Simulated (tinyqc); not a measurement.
CMOS latch-up, two-transistor model: one step of the calculation.

A parasitic pnp (emitter at Vdd, base shunted by Rw) and npn (emitter at ground, base shunted by Rs) feed each other: the npn collector current flows out of the pnp base node, the pnp collector current into the npn base node. Forward-active transistors with constant gains: Icn = Isn exp(Vn/Vt), Icp = Isp (exp(Vp/Vt) - 1). A current Ii is injected into the npn base node.

Question. Holding current and voltage. On state with both base-emitter voltages at Von: npn base current Ib = (Von/Rs + bp Von/Rw)/(bn bp - 1), holding current Ih = (bn + 1) Ib + Von/Rs, holding voltage Vh = Vsat + Von + R2 (Ib + Von/Rs).

Inputs (values chosen for the exercise); values close to those of bulk CMOS: current gain of the npn bn = 8.3; current gain of the pnp bp = 2.3; substrate resistance shunting the npn Rs = 960 ohm; well resistance shunting the pnp Rw = 2900 ohm; resistance from the pnp collector to the npn base R2 = 45 ohm; base-emitter voltage in the on state Von = 0.72 V; saturation voltage Vsat = 0.16 V; supply voltage Vdd = 0.9 V.

Wanted: bn bp; Ib; Ih; Vh.

Answer.

bn bp = 19.09
Ib = 0.07303 mA
Ih = 1.429 mA
Vh = 0.9170 V

Vh is above Vdd = 0.9 V, so the supply cannot sustain a latched state.

Range of the model: Near the trigger Vn + Vp exceeds Vdd by over 0.35 V, so both collector junctions are forward biased and the forward-active model is out of range there.

tinyqc, about 0.04 s, one thread, Intel Xeon 2.30GHz (shared host): `OMP_NUM_THREADS=1 python tinyqc.py 2670029 2670030 out.jsonl`
